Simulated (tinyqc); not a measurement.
Defect equilibria of an oxide against oxygen pressure (mass action): one step, computed by the program tinyqc. Command: `OMP_NUM_THREADS=1 python tinyqc.py 3008211 3008212 out.jsonl brouwer walk`. One thread of a shared host (Intel(R) Xeon(R) Processor @ 2.30GHz), about 0.01 s of CPU time with the checks.

Defects: oxygen vacancies V (charge +2), electrons n, holes p, the ionic partner X = V_M'' (charge -2), and the dopant. Activities are taken equal to concentrations.

Question. Conductivities. sigma_n = e n mu_n, sigma_p = e p mu_p, sigma_ion = 2 e [V] mu_V with mu_V = 2 e D/(k_B T) and D = D_0 exp(-E_m/k_B T); only the oxygen vacancies carry ionic current, and the ionic transport number is sigma_ion over the total.

Inputs (values chosen for the exercise, for a model oxide): temperature T = 1400 K; electron mobility mu_n = 0.05 cm^2/(V s); hole mobility mu_p = 0.6 cm^2/(V s); vacancy diffusion prefactor D_0 = 0.0023 cm^2/s; vacancy migration energy E_m = 0.81 eV.

Ionic disorder: Schottky, oxide MO. Dopant (singly charged, fully ionised): acceptor.

n = 2.024269e+19 cm^-3

[V] = 5.341216e+19 cm^-3

p = 2.228679e+13 cm^-3

Constants: k_B = 8.617333262e-05 eV/K; e = 1.602176634e-19 C.

Give: sigma_n; sigma_p; sigma_ion; total conductivity; ionic transport number.

Answer.

sigma_n = 0.16216 S/cm

sigma_p = 2.1424e-06 S/cm

sigma_ion = 7.9207e-04 S/cm

total conductivity = 0.16296 S/cm

ionic transport number = 0.0048607

The conductor is mainly n-type electronic here.
